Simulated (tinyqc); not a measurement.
Stretching all distances: RHF, UHF, MP2, CISD and CCSD against full CI in the sto-6g basis, for H3+, spin multiplicity 1. Computed by the program tinyqc with PySCF. All coordinates are multiplied by the scale. c0^2 is the weight of the RHF determinant in the lowest singlet FCI state (UHF is spin-contaminated and may lie near states of higher spin) and n(LUMO) the first natural occupation beyond the occupied space.

Geometry (angstrom):
```
atom       x       y        z
H     0.0000  0.0000   0.0000
H     0.0000  0.0000   0.7790
H     0.0000  0.0000  -0.7790
```

Full CI energy (hartree) and errors against it (kcal/mol):
```
scale  distance 1-2 (angstrom)    E(FCI)     RHF     UHF     MP2   CISD   CCSD  <S^2> UHF   c0^2  n(LUMO)
0.860                    0.670  -1.18850  13.767  13.767   4.300  0.000  0.000      0.000  0.984    0.028
1.170                    0.911  -1.24181  20.010  20.010   6.543  0.000  0.000      0.000  0.969    0.055
1.470                    1.145  -1.20270  27.427  24.669   8.910  0.000  0.000      0.294  0.945    0.091
1.780                    1.387  -1.14203  37.284  21.484  11.571  0.000  0.000      0.612  0.910    0.139
2.080                    1.620  -1.08682  49.350  16.990  13.945  0.000  0.000      0.781  0.863    0.197
2.690                    2.096  -1.00931  78.237  10.610  12.500  0.000  0.000      0.936  0.757    0.324
3.000                    2.337  -0.98629  92.049   7.754   5.276  0.000  0.000      0.977  0.715    0.376
```

Estimate the missing row, scale = 2.39.

Computed row:
```
scale  distance 1-2 (angstrom)    E(FCI)     RHF     UHF     MP2   CISD   CCSD  <S^2> UHF   c0^2  n(LUMO)
2.390                    1.862  -1.04137  63.803  13.244  14.869  0.000  0.000      0.880  0.808    0.263
```

UHF parts from RHF first at scale 1.47 of those listed, where <S^2> leaves zero. The weight c0^2 goes from 0.98 to 0.71 and n(LUMO) from 0.03 to 0.38: static correlation grows as the bonds break into open-shell fragments. The spread of the error along the curve, which distorts its shape, is CISD 0.0, CCSD 0.0, MP2 10.6, UHF 16.9, RHF 78.3 kcal/mol. With two electrons CISD and CCSD are exact.
